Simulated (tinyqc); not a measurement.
# Worked calculation: vertical double-diffused power MOSFET, components of the on-resistance

Program tinyqc, `OMP_NUM_THREADS=1 python tinyqc.py 2230026 2230027 out.jsonl`; Intel Xeon 2.30GHz, shared host, one thread, about 0.01 s. Printed values are rounded.

Stripe cells of pitch Wp + a, two channels a cell. Current flows through the channels, spreads in the accumulation layer, passes the gap between the p bodies and spreads at 45 degrees into the drift layer below them. Low drain voltage, full ionisation.

Values chosen for this exercise; bulk values close to those of silicon:

| symbol | value | unit | meaning |
|---|---|---|---|
| T | 350 | K | temperature |
| eps_r | 11.7 |  | relative permittivity |
| Kc | 4040 | V/cm per (cm^-3)^(1/8) | critical-field constant |
| BV | 60 | V | rated breakdown voltage of the drift layer |
| mud | 1230 | cm^2/(V s) | drift mobility at 300 K |
| bt | 2.2 |  | temperature exponent of the drift mobility |
| tox | 66 | nm | gate oxide thickness (eps_r 3.9) |
| Vov | 13 | V | gate overdrive |
| mch | 240 | cm^2/(V s) | channel mobility |
| mac | 610 | cm^2/(V s) | accumulation-layer mobility |
| Lc | 0.3 | um | channel length |
| Wp | 2.6 | um | width of the p body in one cell, channels included |
| a | 3.2 | um | gap between neighbouring p bodies |
| xp | 1.4 | um | depth of the p body |
| Nj | 1 |  | doping of the gap over the drift doping |
| Vbi | 0.735 | V | built-in voltage of the body junction |
| Rs | 0.16 | mohm cm^2 | substrate and contact resistance |

Constants: q = 1.602176634e-19 C, eps0 = 8.8541878128e-14 F/cm where lengths are in cm. Results are converted to the units shown.

## Drift layer

Triangular field at breakdown with Ec = Kc N^(1/8): BV = eps0 eps_r Ec^2/(2 q N), so N = (eps0 eps_r Kc^2/(2 q BV))^(4/3); W = 2 BV/Ec; mu = mud (T/300 K)^(-bt); rho = 1/(q mu N); ideal resistance rho W.

N = 8.42573e15 cm^-3
Ec = 0.395442 MV/cm
W = 3.03458 um
mu = 876.238 cm^2/(V s)
rho = 0.845395 ohm cm
ideal resistance = 0.256542 mohm cm^2

## Components of the on-resistance

Pitch p = Wp + a, Cox = 3.9 eps0/tox; zero-bias depletion in the gap w0 = sqrt(2 eps0 eps_r Vbi/(q N Nj)), open gap g = a - 2 w0; R_ch = Lc p/(2 mch Cox Vov); R_acc = 0.6 a p/(4 mac Cox Vov), 0.6 being an empirical factor for current leaving the layer along its length; R_gap = (rho/Nj) xp p/g; spreading depth t = min(W, (p - g)/2); R_drift = (rho p/2) ln((g + 2 t)/g) + rho (W - t); R_on = the sum with Rs.

w0 = 0.335867 um
g = 2.52827 um
components (mohm cm^2): channel 0.0532961, accumulation 0.0671006, gap 0.271514, drift 0.321813, substrate 0.16
R_on = 0.873724 mohm cm^2
shares (%): channel 6.0999, accumulation 7.6798, gap 31.0755, drift 36.8323, substrate 18.3124

The drift term is the largest. R_on is 3.41 times the ideal drift resistance, and spreading raises the drift term to 1.25 times it.
